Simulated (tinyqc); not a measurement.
## Van der Pauw, Hall and four-point-probe measurements on a doped layer: correction factor against the shape of the sample

A uniform n-type layer with sheet resistance Rs = 1/(q ns mu), point contacts, low field (mu B small).

Rs = 1/(q ns mu). For a rectangle with contacts at the corners, RA = (8 Rs/pi) sum_(k>=0) ln coth((2k + 1) pi a/(2 b)) with current along a short side b and voltage along the opposite one, RB the same with a and b exchanged. ar = a/b. F = Rs/[(pi/ln 2)(RA + RB)/2]; small-asymmetry estimate 1 - (ln 2/2) d^2 - ((ln 2)^2/4 - (ln 2)^3/12) d^4 with d = (RB - RA)/(RB + RA).

Parameters, values chosen for the exercise: sheet density of the layer ns = 6.7e12 cm^-2; drift mobility mu = 560 cm^2/(V s).

Constants: q = 1.602176634e-19 C. Results are converted to the units shown.

Result of one run:
```
ar    RA (ohm)  RB (ohm)  RB/RA       F  estimate of F
1.86     24.56      1638  66.70  0.4415         0.5917
```

What becomes of these results when the side ratio a/b of a rectangular sample with corner contacts ar is changed from 1.86 to 1.29, all else the same?

Result of the changed run:
```
ar    RA (ohm)  RB (ohm)  RB/RA       F  estimate of F
1.29     147.3     749.5  5.089  0.8185         0.8249
```

The whole series:
```
ar    RA (ohm)  RB (ohm)  RB/RA       F  estimate of F
1        367.0     367.0  1.000   1.000          1.000
1.14     236.1     541.4  2.293  0.9442         0.9444
1.29     147.3     749.5  5.089  0.8185         0.8249
1.43     94.84     957.3  10.09  0.6977         0.7254
1.57     61.09      1174  19.22  0.5944         0.6577
1.71     39.35      1396  35.48  0.5114         0.6167
1.86     24.56      1638  66.70  0.4415         0.5917
2        15.82      1867  118.0  0.3899         0.5787
```

RB/RA rises from 1.00 to 118 and F falls from 1.00 to 0.390. The estimate is 0.78 % above F at a/b = 1.29 and 48 % above it in the last row. RA shrinks about as exp(-pi a/b): by a factor of 1.55 between the last two rows, against 1.55.

Numbers from tinyqc (`OMP_NUM_THREADS=1 python tinyqc.py 2850218 2850219 out.jsonl`; about 0.01 s on one thread of a shared Intel Xeon 2.30GHz).
